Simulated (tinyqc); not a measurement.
# Stacked nanosheet transistor, parasitic resistance, capacitance and delay: what each parasitic element costs

Ns sheets share one contact on top; each has perimeter p = 2 (Ws + ts) and cross-section A = Ws ts; contact width Wc = Ws + 10 nm, stack height Hs = Ns pv. Sheet 1 is the top one. Contact length Lc = CPP - Lg - 2 Lsp, shared by two neighbouring gates. Source and drain sides are equal. The formulas are first-order estimates, not field solutions.

Epitaxy sheet resistance Rsh = re/te, transfer length LT = sqrt(rc/Rsh), contact Rc = [sqrt(rc Rsh)/Wc] coth(Lc/(2 LT)); extension of one sheet Rx = rx Lsp/A. With N sheets: gate Cg = Cinv p N Lg; per side, plate Cp = ks eps0 [Wc (Hs + Hc) - N A]/Lsp, top fringe Cf = (2/pi) ks eps0 Wc ln(1 + Lg/(2 Lsp)), overlap Co = Cinv p N Lov. One sheet: I = p Q vx u/(1 + |u|^1.8)^(1/1.8), Q = Cinv n Vt ln(1 + exp((Vg' - VT + dl Vd')/(n Vt))), u = Vd' mu/(vx Lg), Vg' = Vgs - v, Vd' = Vds - 2 v, with the drop on each side v_j = Rc sum I + rv (sum over levels k = 2..j of the current of sheets k..Ns) + Rx I_j. Ieff = [I(Vgs = Vdd, Vds = Vdd/2) + I(Vdd/2, Vdd)]/2, total currents. With Cs = Cp + Cf + Co, the load of an inverter of two such devices driving an equal one is CL = 2 (Cg + 2 Cs) + 4 Cs + Cw (own drains counted twice for the Miller effect); delay CL Vdd/(2 Ieff). Each row removes one element and keeps the rest.

Values chosen for this exercise; values close to those of silicon logic devices:
```
symbol,value,unit,meaning
T,300,K,temperature
Ns,3,,number of sheets
Ws,15,nm,sheet width
ts,7,nm,sheet thickness
pv,18,nm,vertical pitch of the sheets
rv,146,ohm,vertical resistance between sheet levels
CPP,45,nm,contacted gate pitch
Lg,16,nm,gate length
Lsp,8,nm,spacer length
ks,3.3,,relative permittivity of the spacer
Hc,15,nm,gate height above the channel stack
rc,6.2e-10,ohm cm^2,contact resistivity
re,0.00031,ohm cm,resistivity of the source-drain epitaxy
te,15,nm,current-carrying depth of the epitaxy
rx,0.0017,ohm cm,resistivity of the extension
Lov,2,nm,gate overlap
Cinv,2.9,uF/cm^2,inversion capacitance
vx,8.3e6,cm/s,injection velocity
mu,120,cm^2/(V s),apparent mobility
VT,0.27,V,threshold at zero drain voltage
dl,0.058,V/V,barrier lowering
n,1.17,,subthreshold factor
Cw,0.24,fF,wire load
Vdd,0.7,V,supply voltage
```

Constants: q = 1.602176634e-19 C, kB = 1.380649e-23 J/K, eps0 = 8.8541878128e-12 F/m, Vt = kB T/q. Results are converted to the units shown.

One element removed at a time:

|  | Ieff (uA) | CL (aF) | delay (ps) |
|---|---|---|---|
| as given | 60.97 | 467.5 | 2.684 |
| no contact resistance | 70.50 | 467.5 | 2.321 |
| no extension resistance | 71.35 | 467.5 | 2.293 |
| no vertical resistance | 62.75 | 467.5 | 2.608 |
| air spacer (ks = 1) | 60.97 | 437.0 | 2.508 |
| no overlap | 60.97 | 406.3 | 2.332 |
| no wire | 60.97 | 227.5 | 1.306 |

Gains in delay, largest first: no wire 51 %, no extension resistance 15 %, no contact resistance 14 %, no overlap 13 %, air spacer (ks = 1) 6.5 %, no vertical resistance 2.8 %.

tinyqc, about 0.08 s, one thread, Intel Xeon 2.30GHz (shared host): `OMP_NUM_THREADS=1 python tinyqc.py 2170147 2170148 out.jsonl`
